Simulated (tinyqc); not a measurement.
Worked calculation: ion-assisted plasma etching: sheath, surface coverage, synergy and aspect-ratio dependence. Computed by tinyqc, a small Python program that keeps every step. Command: `OMP_NUM_THREADS=1 python tinyqc.py 3010382 3010383 out.jsonl etch walk`. One thread of a shared host (Intel(R) Xeon(R) Processor @ 2.30GHz), about 0.04 s of CPU time with the checks. Intermediate numbers are printed to about 5 digits and carried at full precision; extremes and crossings named in words are read from the listed rows.

Radicals adsorb on bare sites; ions remove covered sites with a high yield and bare sites by sputtering; a slow spontaneous reaction acts everywhere, walls included.

Inputs (values chosen for the exercise, close to those used for silicon dioxide in a fluorocarbon plasma):

| quantity | value | unit |
|---|---|---|
| plasma density n_e | 3.3e+10 | 1/cm^3 |
| electron temperature T_e | 3.1 | eV |
| ion mass M_i | 69 | u |
| sheath voltage V | 560 | V |
| radical density n | 1.1e+12 | 1/cm^3 |
| radical mass M_n | 31 | u |
| gas temperature T_g | 400 | K |
| sticking coefficient s | 0.29 | - |
| radicals per removed unit x | 3 | - |
| yield slope b | 0.39 | eV^(-1/2) |
| threshold E_th | 6.5 | eV |
| sputter slope b_p | 0.015 | eV^(-1/2) |
| sputter threshold E_p | 29 | eV |
| spontaneous reaction probability k_c | 2.7e-06 | - |
| solid density N | 2.2e+22 | 1/cm^3 |
| ion temperature T_i | 0.65 | eV |
| aspect ratio A | 17 | - |

Feature: round hole.

Constants: e = 1.602176634e-19 C; u = 1.6605390666e-27 kg; k_B = 1.380649e-23 J/K; eps_0 = 8.8541878128e-12 F/m.

## Fluxes

Bohm speed u_B = sqrt(e T_e/M_i); ion flux G_i = 0.61 n_e u_B; radical flux G_n = n c/4 with c = sqrt(8 k_B T_g/(pi M_n)).

Bohm speed = 2.0820e+05 cm/s

ion flux G_i = 4.1911e+15 1/(cm^2 s)

radical speed c = 52268 cm/s

radical flux G_n = 1.4374e+16 1/(cm^2 s)

flux ratio G_n/G_i = 3.4296

## Sheath and ion angles

Debye length lambda_D = sqrt(eps_0 T_e/(e n_s)) with n_s = 0.61 n_e, T_e in volts; Child-law sheath d = (sqrt2/3) lambda_D (2 V/T_e)^(3/4); ion energy E = V + T_e/2; angular spread = arctan(sqrt(T_i/E)).

Debye length = 92.252 um

sheath thickness = 3603.8 um

ion energy E = 561.55 eV

angular spread = 1.9486 degrees

Caution: a sheath of several millimetres is collisional at usual pressures, which lowers the ion energy and widens the angles.

## Yields

Yields: Y = b (sqrt(E) - sqrt(E_th)) on covered sites, Y_p = b_p (sqrt(E) - sqrt(E_p)) on bare ones (zero below threshold).

yield Y = 8.2475

sputter yield Y_p = 0.27468

## Open-field etch rate

Steady coverage: s G_n (1 - theta) = x Y G_i theta; removal flux = Y G_i theta + Y_p G_i (1 - theta) + k_c G_n; rate = flux/N, 1 cm/s = 6e8 nm/min. Lateral rate = k_c G_n/N; anisotropy = 1 - lateral/vertical; synergy = vertical/(ions alone + radicals alone), with ions alone Y_p G_i/N and radicals alone the lateral rate.

coverage theta = 0.038643

vertical rate = 66.614 nm/min

lateral rate = 0.0010584 nm/min

anisotropy = 0.99998

synergy = 2.1216

The surface is nearly bare: radicals limit the ion-assisted part, and sputtering gives 45 % of the rate.

## Rate at the floor of the feature

Transmission of a round hole: K = 1/(1 + 3A/4), walls that scatter diffusely without loss. With a loss probability S = s (1 - theta) at the floor, G_b/G_n = K/(K + S - K S); theta follows G_b, and the two are solved together. Ions are taken to reach the floor unshadowed; G_b replaces G_n in every term of the rate; A is depth over diameter.

transmission K = 0.072727

G_b/G_n = 0.21432

coverage at the floor = 0.0085414

rate at the floor = 39.181 nm/min

floor rate over open-field rate = 0.58817

The lag is 41 %. Caution: at this aspect ratio many ions strike the walls, so ion shadowing, left out here, adds to the lag.

## Etch lag against aspect ratio

The formulas are those given above.

Floor of the feature:

| A | K | G_b/G_n | theta | rate (nm/min) | relative rate |
|---|---|---|---|---|---|
| 0.5 | 0.72727 | 0.90503 | 0.035102 | 63.387 | 0.95155 |
| 1.0 | 0.57143 | 0.82610 | 0.032139 | 60.687 | 0.91102 |
| 2.0 | 0.40000 | 0.70272 | 0.027471 | 56.432 | 0.84715 |
| 5.0 | 0.21053 | 0.48385 | 0.019078 | 48.784 | 0.73233 |
| 10.0 | 0.11765 | 0.31771 | 0.012610 | 42.889 | 0.64383 |
| 20.0 | 0.06250 | 0.18806 | 0.007503 | 38.234 | 0.57397 |
| 50.0 | 0.02597 | 0.08447 | 0.003384 | 34.481 | 0.51762 |
| 100.0 | 0.01316 | 0.04403 | 0.001767 | 33.007 | 0.49549 |

K falls by a factor 55.3 over the rows and the rate by 1.92. Among these rows the rate stays within 10 % of the open-field value up to A = 1, with an open-field coverage below one half; sputtering, which needs no radicals, carries much of the rate in the last rows. Caution: rows with A above about 1/(2 tan(ion spread)) or 1/sqrt(k_c), often 10 to 30, are formal: ion shadowing, radical loss on the walls, redeposition of sputtered material and, in fluorocarbon plasmas, polymer growth are left out and add to the lag.

## Yield per ion against the flux ratio

The ion flux is fixed and the radical flux set by the ratio; the removal per ion is the removal flux over G_i.

Open field:

| G_n/G_i | theta | rate (nm/min) | removal per ion |
|---|---|---|---|
| 0.3 | 0.00350 | 34.59 | 0.3026 |
| 1 | 0.01158 | 41.95 | 0.3670 |
| 3 | 0.03397 | 62.35 | 0.5455 |
| 10 | 0.10491 | 127.01 | 1.1111 |
| 30 | 0.26015 | 268.48 | 2.3489 |
| 100 | 0.53961 | 523.19 | 4.5772 |
| 300 | 0.77857 | 741.02 | 6.4830 |
| 1000 | 0.92139 | 871.39 | 7.6235 |
| 3000 | 0.97235 | 918.45 | 8.0352 |

Coverage reaches one half at G_n/G_i = x Y/s = 85.3. Below that the ion-assisted part follows the radical flux, on top of the sputter floor Y_p = 0.275; above it the ion-assisted part saturates at Y = 8.25 per ion.

Checks made by the program: series form 1/R = 1/(Y G_i) + x/(s G_n) of the ion-assisted part (relative difference below 1e-10).
